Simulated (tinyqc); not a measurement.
Inside a calculation. Model: resistance of a source-drain extension with a graded tip.

Program tinyqc, `OMP_NUM_THREADS=1 python tinyqc.py 2282118 2282119 out.jsonl`; Intel Xeon 2.30GHz, shared host, one thread, about 0.03 s. Printed values are rounded.

y runs along the channel, the gate covers y > 0. The doping is N0 for y < y0 and N0 10^(-(y - y0)/la) beyond, uniform over the depth xj. Sheet conductance s(y) = q mu(N) max(N - Nch, 0) xj + (for y > 0) ma Cox Vo, with mu(N) = u0 + (u1 - u0)/(1 + (N/Nr)^au) and Cox = eps0 eox/tox. Current is taken as one-dimensional; depletion of the tip, spreading and the contact are left out. The metallurgical junction lies at yj, where N = Nch.

Parameters, values chosen for the exercise; mobility law close to that of electrons in silicon:
- eox = 3.9 (relative permittivity of the gate insulator (close to silicon dioxide))
- tox = 2.8 nm (insulator thickness)
- N0 = 5.8e19 cm^-3 (active doping of the extension far from the gate)
- la = 2.9 nm/decade (lateral abruptness)
- y0 = 2 nm (position under the gate where the fall begins (gate edge at 0))
- xj = 23 nm (depth of the extension)
- Nch = 8.7e17 cm^-3 (channel doping)
- Vo = 0.53 V (gate overdrive)
- ma = 180 cm^2/(V s) (mobility of the gate-induced layer)
- u1 = 1414 cm^2/(V s) (mobility at low doping)
- u0 = 68.5 cm^2/(V s) (mobility at high doping)
- Nr = 9.2e16 cm^-3 (reference doping)
- au = 0.711 (exponent)
- Lg = 50 nm (gate length)

Constants: q = 1.602176634e-19 C, eps0 = 8.8541878128e-14 F/cm where lengths are in cm. Results are converted to the units shown.

## Sheet resistances and junction position

yj = y0 + la log10(N0/Nch); sheet resistance of the full extension 1/[q mu(N0)(N0 - Nch) xj] and of the gate-induced layer 1/(ma Cox Vo); metallurgical length Lg - 2 yj; ye is where the doped and the gate-induced conductances are equal.

yj = 7.28934 nm
sheet resistance of the extension = 578.483 ohm/square
sheet resistance of the induced layer = 8499.56 ohm/square
metallurgical length = 35.4213 nm
ye = 5.90027 nm
N at ye = 2.62124e18 cm^-3

The gate takes over 1.39 nm before the junction, where N is still 3.01 times the channel doping.

## Resistance of the overlapped part

Midpoint rule on 9 equal steps from 0 to yj: R_ov = sum h/s(y), per width.

```
point    y (nm)   N (cm^-3)  doped conductance (uS)  sheet resistance (ohm/square)
0      0.404963      5.8e19                 1728.66                        541.620
1       1.21489      5.8e19                 1728.66                        541.620
2       2.02482  5.68684e19                 1698.34                        550.663
3       2.83474  2.98941e19                 964.450                        924.126
4       3.64467  1.57145e19                 560.269                        1475.10
5       4.45459  8.26069e18                 330.395                        2231.90
6       5.26452  4.34242e18                 192.032                        3229.09
7       6.07445  2.28269e18                 100.464                        4584.70
8       6.88437  1.19995e18                 31.0211                        6726.11
```

R_ov = 16.850 ohm um

The exact integral is 17.009 ohm um; the coarse sum is 0.93 % below it.
